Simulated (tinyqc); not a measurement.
What each parameter does: sp3s* tight binding with spin-orbit coupling.

sp3s* tight binding, nearest neighbours only: anion (a) at 0, cation (c) at a/4 (1,1,1), orbitals s, px, py, pz, s* on each; k in units of 2 pi/a. With phases e_j = exp(i (pi/2) k.n_j) for n = (1,1,1), (1,-1,-1), (-1,1,-1), (-1,-1,1): g0 = (e1+e2+e3+e4)/4, g1 = (e1+e2-e3-e4)/4, g2 = (e1-e2+e3-e4)/4, g3 = (e1-e2-e3+e4)/4. The diagonal holds the levels Esa, Epa, Exa (s*) and Esc, Epc, Exc. Anion-cation block: <sa|sc> = Vss g0; <sa|xc> = Vsapc g1; <xa|sc> = -Vscpa g1; <xa|xc> = Vxx g0; <xa|yc> = <ya|xc> = Vxy g3, <xa|zc> = <za|xc> = Vxy g2, <ya|zc> = <za|yc> = Vxy g1; <s*a|xc> = Vxapc g1; <xa|s*c> = -Vpaxc g1; y and z take g2 and g3 in place of g1; s-s* and s*-s* vanish.

Spin-orbit coupling acts within the p shell of each atom as (D/3) L.sigma, D = Da or Dc: it puts four states at Ep + D/3 and two at Ep - 2D/3.

Values chosen for the exercise (near a published set for Si, fitted to gaps, whose masses and valley positions are rough; spin-orbit coupling, where it is added without a refit, lifts the valence top and shrinks all gaps by about a third of the splitting; the results hold for these values, not for the real material):

| symbol | value | unit | meaning |
|---|---|---|---|
| Esa | -4.176 | eV | s level of the anion |
| Epa | 1.707 | eV | p level of the anion |
| Esc | -4.176 | eV | s level of the cation |
| Epc | 1.707 | eV | p level of the cation |
| Exa | 6.705 | eV | s* level of the anion |
| Exc | 6.705 | eV | s* level of the cation |
| Vss | -8.308 | eV | s-s |
| Vxx | 1.721 | eV | px-px |
| Vxy | 4.557 | eV | px-py |
| Vsapc | 5.735 | eV | s anion, p cation |
| Vscpa | 5.735 | eV | s cation, p anion |
| Vxapc | 5.39 | eV | s* anion, p cation |
| Vpaxc | 5.39 | eV | p anion, s* cation |
| Da | 0.046 | eV | atomic spin-orbit splitting, anion |
| Dc | 0.046 | eV | the same, cation |

Gaps from the top of the valence band at Gamma; Delta is the minimum on (x,0,0), 0.5 <= x <= 1. A change on one sublattice alone makes the two atoms unequal.

One parameter was then changed.

Results before and after:

| case | Ev (eV) | gap Gamma (eV) | gap Delta (eV) | gap L (eV) |
|---|---|---|---|---|
| base | 0.0013 | 3.3960 | 1.1697 | 2.4985 |
| changed | -0.2987 | 3.9960 | 1.5246 | 2.7367 |

Which of these changes was made? (a) Vxx = 2.021 eV; (b) Epa = 1.507 eV; (c) Exa = 6.405 eV; (d) Esa = -3.976 eV; (e) Epc = 2.007 eV; (f) Vscpa = 6.035 eV.

Answer: (a) Vxx = 2.021 eV. Of the candidates, run in turn, only this one gives the changed row.

All candidates:

| case | Ev (eV) | gap Gamma (eV) | gap Delta (eV) | gap L (eV) |
|---|---|---|---|---|
| base | 0.0013 | 3.3960 | 1.1697 | 2.4985 |
| Vxx = 2.021 eV | -0.2987 | 3.9960 | 1.5246 | 2.7367 |
| Vscpa = 6.035 eV | 0.0013 | 3.3960 | 1.2402 | 2.4885 |
| Exa = 6.405 eV | 0.0013 | 3.3960 | 1.1118 | 2.3943 |
| Epa = 1.507 eV | -0.1016 | 3.4018 | 1.2253 | 2.5481 |
| Esa = -3.976 eV | 0.0013 | 3.3960 | 1.1860 | 2.5003 |
| Epc = 2.007 eV | 0.1448 | 3.4090 | 1.0946 | 2.3671 |

Vscpa and Exa cannot move Ev or the gap at Gamma, whose blocks do not hold them; s parameters never move Ev, and move the gap only where the lowest empty level at Gamma is s-like.

Program tinyqc; command `OMP_NUM_THREADS=1 python tinyqc.py 1482826 1482827 out.jsonl`; about 0.1 s on one thread of a shared Intel(R) Xeon(R) Processor @ 2.30GHz.
